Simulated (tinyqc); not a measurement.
From results back to parameters: defect, radiative and Auger recombination at equal electron and hole densities (ABC model). Three cases, with inputs chosen for the exercise.

Problem. The peak efficiency, the current at the peak and the differential lifetime there, tau_p = 1/(Ae + 2 B n_p + 3 C n_p^2), are given; Ae, B and C are hidden. n_p = sqrt(Ae/C), Q = B/sqrt(Ae C), IQE_max = Q/(Q + 2).

J/(e d) = Ae n + B n^2 + C n^3 with Ae = A + 4 S/w (four side walls, carriers spread evenly), e = 1.602176634e-19 C, lengths in cm; internal efficiency IQE = B n^2/(Ae n + B n^2 + C n^3); all injected carriers recombine in the layer.

Case 1.

Values chosen (out of a larger set: orders of magnitude like those quoted for Si; not measured data): d = 180000 nm (active thickness).

IQE_max = 0.0411041
J at the peak = 2.38689 A/cm^2
tau_p = 44393.3 ns

Case 2.

Values chosen (out of a larger set: orders of magnitude like those quoted for GaAs; not measured data): d = 67 nm (active thickness).

IQE_max = 0.892526
J at the peak = 530.856 A/cm^2
tau_p = 1.67929 ns

Case 3.

Values chosen (out of a larger set: orders of magnitude like those quoted for GaAs; not measured data): d = 140 nm (active thickness).

IQE_max = 0.974872
J at the peak = 733.400 A/cm^2
tau_p = 2.09396 ns

Find: Q; Ae; n_p; B; C.

Solution. Q = 2 IQE/(1 - IQE). At the peak B n = Q Ae and C n^2 = Ae, so 1/tau_p = Ae (4 + 2Q) and J = e d Ae n_p (2 + Q); B and C follow.

Case 1.

Q = 0.0857
Ae = 5.40e+03 1/s
n_p = 7.35e+16 1/cm^3
B = 6.3e-15 cm^3/s
C = 1.0e-30 cm^6/s

Case 2.

Q = 16.6
Ae = 1.60e+07 1/s
n_p = 1.66e+18 1/cm^3
B = 1.6e-10 cm^3/s
C = 5.8e-30 cm^6/s

Case 3.

Q = 77.6
Ae = 3.00e+06 1/s
n_p = 1.37e+18 1/cm^3
B = 1.7e-10 cm^3/s
C = 1.6e-30 cm^6/s

Computed by tinyqc, one run a case: `OMP_NUM_THREADS=1 python tinyqc.py N N+1 out.jsonl` with N = 1652070, 1652082, 1652108; one thread of a shared Intel(R) Xeon(R) Processor @ 2.30GHz, about 0.01 s a run at most.
